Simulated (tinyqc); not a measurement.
Two-band model of a narrow-gap semiconductor with electrons and holes: one step, computed by the program tinyqc.

Two parabolic bands with acoustic scattering (r = -1/2, a = 0), a gap that does not change with T, and fully ionised dopants. Melting is ignored, so values above the melting point are formal, and kappa_L does not change with T. eta_n = (E_F - E_c)/(k_B T), eta_p = -eta_n - E_g/(k_B T).

Problem. Each band alone. With x = E/(k_B T), a = alpha k_B T (0 for a parabolic band), G = x (1 + a x), D = 1 + 2 a x and <y> = int y f (1 - f) dx, f = 1/(1 + exp(x - eta)): tau = tau_0 G^r/D; transport function s = G^(3/2 + r)/D^2; n = N_0 <G^(3/2)> with N_0 = (2 m k_B T)^(3/2)/(3 pi^2 hbar^3). Integrals over x = E/(k_B T) use 160 Gauss-Legendre points in u = sqrt(x) from 0 to sqrt(max(eta, 0) + 32). sigma = e mu_0 N_0 <s> with mu_0 = e tau_0/m = mu_300 (T/300 K)^(-p); |S| = (k_B/e)(<x s>/<s> - eta); Lorenz number L = (k_B/e)^2 (<x^2 s>/<s> - (<x s>/<s>)^2); kappa_e = L sigma T; zT = S^2 sigma T/(kappa_L + kappa_e). Hall factor r_H = <x^(3/2)> <x^(1/2)>/<s>^2.

Inputs (values chosen for the exercise, modelled on PbTe): electron mass m_n = 0.26 m_0; hole mass m_p = 0.3 m_0; electron mobility parameter mu_300,n = 1300 cm^2/(V s); hole mobility parameter mu_300,p = 770 cm^2/(V s); temperature exponent p = 1.5; temperature T = 400 K.

Doping: p-type.

eta_n = -6.654167

eta_p = -2.629448

Constants: e = 1.602176634e-19 C; m_0 = 9.1093837015e-31 kg; k_B = 1.380649e-23 J/K; hbar = 1.054571817e-34 J s; k_B = 8.617333262e-05 eV/K.

Give: Partial coefficients.

Solution.

Partial coefficients:
```
band       sigma (S/cm)  |S| (microvolt/K)  L (1e-8 V^2/K^2)  density (1/cm^3)  Hall factor
electrons        0.6713              745.8             1.485         6.597e+15        1.178
holes             26.65              402.0             1.498         4.466e+17        1.173
```

The minority carriers have the larger |S|, since the Fermi level lies farther from their band; they carry 2.5 % of the conductivity.
